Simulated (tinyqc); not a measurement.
p-i-n power rectifier, conductivity modulation at high injection: two steps of the calculation.

A drift layer from x = -d to d (2 d = W) between ideal p+ and n+ emitters (no recombination in them). High injection, n = p, ambipolar diffusion with one lifetime; both mobilities scale as (T/300 K)^(-bt).

Values chosen for this exercise; bulk values close to those of 4H silicon carbide:
- T = 400 K (temperature)
- mud = 806 cm^2/(V s) (drift mobility at 300 K)
- bt = 2.4 (temperature exponent of the drift mobility)
- mup = 104 cm^2/(V s) (hole mobility at 300 K)
- Eg = 3.14 eV (band gap)
- Nc = 2.62e19 cm^-3 (conduction-band density of states at T)
- Nv = 3.85e19 cm^-3 (valence-band density of states at T)
- J = 200 A/cm^2 (forward current density)
- tau = 1.3e-6 s (high-level lifetime)

Constants: q = 1.602176634e-19 C, kB = 1.380649e-23 J/K, Vt = kB T/q. Results are converted to the units shown.

Problem 1. Carrier profile. Da = 2 mun mup Vt/(mun + mup), La = sqrt(Da tau), B = (mun - mup)/(mun + mup) with mun = mud (T/300 K)^(-bt), mup likewise; n(x) = (tau J/(2 q La)) [cosh(x/La)/sinh(d/La) - B sinh(x/La)/cosh(d/La)]. 12 equal steps.

W = 17.022548 um

Give: Da; La; B; x; n.

Solution 1.

Da = 3.1837 cm^2/s
La = 20.344 um
B = 0.77143
x, point 0 to 12 (um): [-8.5113, -7.0927, -5.6742, -4.2556, -2.8371, -1.4185, 0.0000, 1.4185, 2.8371, 4.2556, 5.6742, 7.0927, 8.5113]
n, point 0 to 12 (cm^-3): [1.1300e18, 1.0834e18, 1.0422e18, 1.0059e18, 9.7462e17, 9.4804e17, 9.2607e17, 9.0860e17, 8.9555e17, 8.8686e17, 8.8248e17, 8.8239e17, 8.8660e17]

d/La = 0.418.

Problem 2. Forward voltage and stored charge. Ohmic drop: integral of J/(q (mun + mup) n); diffusion (Dember) drop Vt B ln(n(-d)/n(d)); both junctions together Vt ln(n(-d) n(d)/ni^2), ni = sqrt(Nc Nv) exp(-Eg/(2 Vt)), Eg in volts; V_F = the sum; stored charge q times the integral of n. Trapezoid rule; mun and mup scale as (T/300 K)^(-bt).

x, point 0 to 12 (um): [-8.5112739, -7.0927282, -5.6741826, -4.2556369, -2.8370913, -1.4185456, 0.0000000, 1.4185456, 2.8370913, 4.2556369, 5.6741826, 7.0927282, 8.5112739]
n, point 0 to 12 (cm^-3): [1.1300006e18, 1.0834459e18, 1.0421609e18, 1.0059449e18, 9.7462166e17, 9.4803886e17, 9.2606721e17, 9.0859984e17, 8.9555178e17, 8.8685956e17, 8.8248093e17, 8.8239457e17, 8.8660006e17]
B = 0.77142857

Wanted: ohmic drop; diffusion drop; junction drops; V_F; stored charge.

Solution 2.

ohmic drop = 0.0049117 V
diffusion drop = 0.0064503 V
junction drops = 2.9017 V
V_F = 2.9130 V
stored charge = 260.11 uC/cm^2

Computed by the program tinyqc: `OMP_NUM_THREADS=1 python tinyqc.py 2230025 2230026 out.jsonl`, one thread of a shared Intel Xeon 2.30GHz, about 0.01 s for the whole run.
